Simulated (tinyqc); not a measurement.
Admittance spectroscopy and thermally stimulated current of one trap level in a depletion layer: one step, computed by the program tinyqc.

A Schottky junction on n-type material holds one donor-like electron trap; shallow donors are fully ionised and abrupt depletion edges are assumed.

Task: Temperature of the peak. N_c = 2 (2 pi m k_B T/h^2)^(3/2), v_th = sqrt(3 k_B T/m), emission rate e_n = sigma v_th N_c exp(-E_t/(k_B T)). Where the level crosses the Fermi level capture equals emission, so the trap follows the signal with the rate 2 e_n; G/omega peaks at omega = 2 e_n (the correction for large N_t/N is left out). Solve 2 e_n(T_p) = 2 pi f.

Inputs (values chosen for the exercise, modelled on n-type silicon):
```
quantity                         value    unit
density-of-states mass m          1.09     m_0
shallow doping N               1.1e+15  1/cm^3
trap depth E_t below the band    0.397      eV
capture cross section sigma    3.9e-16    cm^2
test frequency f                300000      Hz
```

Constants: k_B = 1.380649e-23 J/K; m_0 = 9.1093837015e-31 kg; h = 6.62607015e-34 J s; k_B = 8.617333262e-05 eV/K.

Give: peak temperature T_p; N_c at T_p; e_n at T_p; E_c - E_F = k_B T_p ln(N_c/N).

Result:

peak temperature T_p = 376.2 K

N_c at T_p = 4.011e+19 1/cm^3

e_n at T_p = 9.425e+05 1/s

E_c - E_F = k_B T_p ln(N_c/N) = 0.3406 eV
